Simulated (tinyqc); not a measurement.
Carrier lifetime of an n-type layer with SRH, radiative, Auger and surface recombination: one step of the calculation.

Uniform excess density dn = dp (no trapping), n = n0 + dn, p = p0 + dn, Boltzmann statistics, full ionisation. Surfaces enter as a rate 2 S dn/d, which holds while diffusion to them is fast.

Problem. New dn. With e = n p - ni^2 = dn (n0 + p0 + dn): U_SRH = e/(tp0 (n + n1) + tn0 (p + p1)), U_rad = B e, U_Aug = (Cn n + Cp p) e, U_s = 2 S dn/d. Newton step on ln U(ln dn) = ln G, U the sum: k = d ln U/d ln dn (central difference over factors 1.0001), dn(new) = dn (G/U)^(1/k).

Inputs (values chosen for the exercise); band and dielectric values close to those of germanium:

| symbol | value | unit | meaning |
|---|---|---|---|
| B | 6.52e-14 | cm^3/s | radiative coefficient |
| Cn | 1.1e-30 | cm^6/s | Auger coefficient (two electrons) |
| Cp | 9.8e-31 | cm^6/s | Auger coefficient (two holes) |
| S | 1000 | cm/s | surface recombination velocity (both faces) |
| d | 300 | um | sample thickness |
| G | 6.3e22 | cm^-3 s^-1 | generation rate |

dn at the start = 2e18 cm^-3
n0 = 4.9000000e17 cm^-3
p0 = 1.4003107e9 cm^-3
n1 = 9.7492299e15 cm^-3
p1 = 7.0380147e10 cm^-3
tn0 = 8.3333333e-6 s
tp0 = 1.0416667e-5 s

Give: U_SRH; U_rad; U_Aug; U_s; k; dn after iteration 1.

Solution.

U_SRH = 1.166e23 cm^-3 s^-1
U_rad = 3.247e23 cm^-3 s^-1
U_Aug = 2.340e25 cm^-3 s^-1
U_s = 1.333e23 cm^-3 s^-1
k = 2.659
dn after iteration 1 = 2.140e17 cm^-3

Range of the model: S d exceeds 2.5 cm^2/s, comparable with a diffusion coefficient, so 2 S/d overstates the surface loss.

tinyqc, about 0.01 s, one thread, Intel Xeon 2.30GHz (shared host): `OMP_NUM_THREADS=1 python tinyqc.py 2300053 2300054 out.jsonl`
